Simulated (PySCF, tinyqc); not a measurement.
Inside a calculation. Method: RKS/BLYP in the sto-3g basis, for H3+, spin multiplicity 1. The lowest restricted solution is unstable here: a spin-polarised one lies 0.0007 hartree lower (PySCF). One step of it, computed by the program tinyqc.

Problem. Iteration 1: building the Kohn-Sham matrix. J_ij = sum D_kl (ij|kl); F = H + J + V_xc; E = tr D H + tr D J / 2 + E_xc + E_nn.

D at the start:
```
           1H 1s      2H 1s      3H 1s
1H 1s   0.012671  -0.012324   0.154831
2H 1s  -0.012324   0.011986  -0.150583
3H 1s   0.154831  -0.150583   1.891865
```

core Hamiltonian H = T + V (hartree):
```
           1H 1s      2H 1s      3H 1s
1H 1s  -1.267252  -0.526789  -0.526789
2H 1s  -0.526789  -1.068891  -0.070595
3H 1s  -0.526789  -0.070595  -1.068891
```

Two-electron integrals (ij|kl) in chemists' order, unique and non-zero (hartree):
```
(11|11) 0.774606   (21|11) 0.189597   (21|21) 0.066366   (22|11) 0.389031
(22|21) 0.189597   (22|22) 0.774606   (31|11) 0.189597   (31|21) 0.043872
(31|22) 0.091388   (31|31) 0.066366   (32|11) 0.021921   (32|21) 0.006347
(32|22) 0.015679   (32|31) 0.006347   (32|32) 0.000739   (33|11) 0.389031
(33|21) 0.091388   (33|22) 0.201917   (33|31) 0.189597   (33|32) 0.015679
(33|33) 0.774606
```

nuclear repulsion = 1.00988017 hartree

V_xc (hartree):
```
           1H 1s      2H 1s      3H 1s
1H 1s  -0.209818  -0.043871  -0.110772
2H 1s  -0.043871  -0.129106  -0.008204
3H 1s  -0.110772  -0.008204  -0.511005
```

E_xc = sum of w rho eps_xc = -0.78428236 hartree

Give: Coulomb J; Kohn-Sham matrix F; total energy of this density.

Solution.

Coulomb J (hartree):
```
        1H 1s   2H 1s   3H 1s
1H 1s  0.7979  0.1876  0.3797
2H 1s  0.1876  0.4151  0.0317
3H 1s  0.3797  0.0317  1.5245
```

Kohn-Sham matrix F (hartree):
```
         1H 1s    2H 1s    3H 1s
1H 1s  -0.6792  -0.3831  -0.2578
2H 1s  -0.3831  -0.7829  -0.0471
3H 1s  -0.2578  -0.0471  -0.0554
```

total energy of this density = -0.452990 hartree

This density is the starting one.
